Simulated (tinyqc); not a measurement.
RKS/PBE in the 3-21g basis, for H2, spin multiplicity 1, step by step. One step of it, computed by the program tinyqc.

Task: Iteration 2: diagonalisation and new density. Diagonalise F' = X^T F X, C = X C', fill 1 alpha and 1 beta electrons from the bottom; D = 2 C_occ C_occ^T. Each column has its largest component positive (the first on a tie).

Kohn-Sham matrix F (hartree), lower triangle:
```
           1H 1s      1H 2s      2H 1s      2H 2s
1H 1s   0.138970
1H 2s  -0.294683  -0.168881
2H 1s  -0.076959  -0.150373   0.138970
2H 2s  -0.150373  -0.158779  -0.294683  -0.168881
```

X, lower triangle:
```
           1H 1s      1H 2s      2H 1s     2H 2s
1H 1s   1.240373
1H 2s  -0.481495   1.390475
2H 1s   0.027367   0.033506   1.240373
2H 2s   0.033506  -0.366561  -0.481495  1.390475
```

Give: F' = X^T F X; orbital energies; coefficients C; D after iteration 2.

Result:

F' = X^T F X (hartree), lower triangle:
```
        1       2       3      4
1   0.517
2  -0.512   0.182
3   0.022  -0.040   0.517
4  -0.040  -0.105  -0.512  0.182
```

orbital energies (hartree): MO1 -0.290, MO2 -0.092, MO3 0.874, MO4 0.907

coefficients C:
```
         MO1     MO2     MO3     MO4
1H 1s  0.233   0.253  -0.897   0.922
1H 2s  0.427   0.740   1.062  -0.665
2H 1s  0.233  -0.253   0.897   0.922
2H 2s  0.427  -0.740  -1.062  -0.665
```

D after iteration 2, lower triangle:
```
       1H 1s  1H 2s  2H 1s  2H 2s
1H 1s  0.108
1H 2s  0.199  0.365
2H 1s  0.108  0.199  0.108
2H 2s  0.199  0.365  0.199  0.365
```
